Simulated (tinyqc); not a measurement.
Interband optics of a two-band s-p chain from momentum matrix elements: one step. Matrix element between the bands. Two cases, with inputs chosen for the exercise.

Task: Diagonalise H, transform W, and form w = |W_cv|^2, the Kane-type energy w/c and the oscillator strength f = w/(c D), c = hbar^2/2m0, D = Ec - Ev.

Constants: hbar^2/2m0 = 3.80998211 eV angstrom^2.

Case 1.

H (eV):
```
            s          p
s    2.548872  1.211106i
p  -1.211106i  -3.718205
```

W (eV angstrom):
```
           s           p
s   1.571633  -3.923453i
p  3.923453i   -0.683319
```

Case 2.

H (eV):
```
            s          p
s    1.601424  1.103803i
p  -1.103803i  -1.458970
```

W (eV angstrom):
```
            s          p
s    1.801343  7.496450i
p  -7.496450i  -1.616589
```

Give: Ev, Ec; weights; slopes dEv/dk, dEc/dk; w; w/c; f.

Result:

Case 1.

Ev, Ec (eV): -3.9441  2.7748

weights:
```
        v       c
s  0.0336  0.9664
p  0.9664  0.0336
```

slopes dEv/dk, dEc/dk (eV angstrom): 0.807  0.081

w = 16.533 eV^2 angstrom^2
w/c = 4.339 eV
f = 0.646

Case 2.

Ev, Ec (eV): -1.8155  1.9580

weights:
```
        v       c
s  0.0945  0.9055
p  0.9055  0.0945
```

slopes dEv/dk, dEc/dk (eV angstrom): -5.679  5.864

w = 25.806 eV^2 angstrom^2
w/c = 6.773 eV
f = 1.795

Computed by tinyqc, one run a case: `OMP_NUM_THREADS=1 python tinyqc.py N N+1 out.jsonl` with N = 1652769, 1680391; one thread of a shared Intel(R) Xeon(R) Processor @ 2.30GHz, about 0.01 s a run at most.
